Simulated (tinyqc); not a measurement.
Chemical vapour deposition: Grove model, boundary layer, depletion and step coverage: one step, computed by the program tinyqc. Command: `OMP_NUM_THREADS=1 python tinyqc.py 3002267 3002268 out.jsonl cvd walk`. One thread of a shared host (Intel(R) Xeon(R) Processor @ 2.30GHz), about 0.01 s of CPU time with the checks.

A precursor diffuses to the surface and reacts there at first order; each molecule that reacts adds one formula unit of film.

Task: Uniformity across a wafer. Between two wafers the gas diffuses inward and reacts on both faces: (D/r) d/dr (r dC/dr) = 2 k_s C/s, so C(r)/C_g = I0(phi r/R)/I0(phi) with phi^2 = 2 k_s R^2/(s D); G(r) = k_s C(r)/N, 1 cm/s = 6e8 nm/min; the mean over the wafer is eta = 2 I1(phi)/(phi I0(phi)).

Inputs (values chosen for the exercise, close to those used for polysilicon from silane):
```
quantity         value                unit
temperature T      620                   C
film density N   5e+22  formula units/cm^3
wafer radius R      15                  cm
wafer spacing s   0.33                  cm
```

Reactor: wafer stack, low pressure.

surface rate constant k_s = 1.228213 cm/s

gas diffusivity D = 1673.356 cm^2/s

precursor density C_g = 1.546074e+15 1/cm^3

Give: Thiele modulus phi; growth rate G at the edge; rate at the centre over rate at the edge; effectiveness eta.

Result:

Thiele modulus phi = 1.000

growth rate G at the edge = 22.79 nm/min

rate at the centre over rate at the edge = 0.7897

effectiveness eta = 0.8927

The centre lags the edge by 21 %.
